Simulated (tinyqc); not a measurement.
Cahn-Hilliard equation on a periodic one-dimensional grid: one step, computed by the program tinyqc.

Free energy F = h sum_j [A (c_j^2 - 1)^2/4 + (kappa/2) ((c_(j+1) - c_j)/h)^2]; dc/dt = Lap(mu), mu = A (c^3 - c) - kappa Lap(c), Lap(y)_j = (y_(j+1) - 2 y_j + y_(j-1))/h^2, mobility 1; the grid has n = 12 points.

Question. The first step. Start: c_j = c0 + amplitude x (z_j - mean of z). c(new) = c + dt Lap(mu).

Inputs (values chosen for the exercise, in reduced units):
```
quantity                    value  unit
spacing h                     1.2     -
well depth A                  1.2     -
gradient coefficient kappa   0.93     -
mean composition c0         -0.36     -
noise amplitude               0.1     -
time step dt                 0.11     -
```

Scheme: explicit Euler.

random numbers: -0.494  -0.639  0.495  -0.529  0.605  0.645  -0.820  0.526  0.395  -0.012  -0.402  -0.412

Give: c at the start; mu at the start; c after one step; F at the start; F after one step.

Answer.

c at the start: -0.40405  -0.41855  -0.30515  -0.40755  -0.29415  -0.29015  -0.43665  -0.30205  -0.31515  -0.35585  -0.39485  -0.39585

mu at the start: 0.4098  0.3317  0.4715  0.2685  0.3931  0.4161  0.2425  0.4248  0.3584  0.3718  0.3754  0.4052

c after one step: -0.4104  -0.4019  -0.3313  -0.3825  -0.3019  -0.3052  -0.4095  -0.3210  -0.3091  -0.3566  -0.3928  -0.3978

F at the start = 3.289

F after one step = 3.278
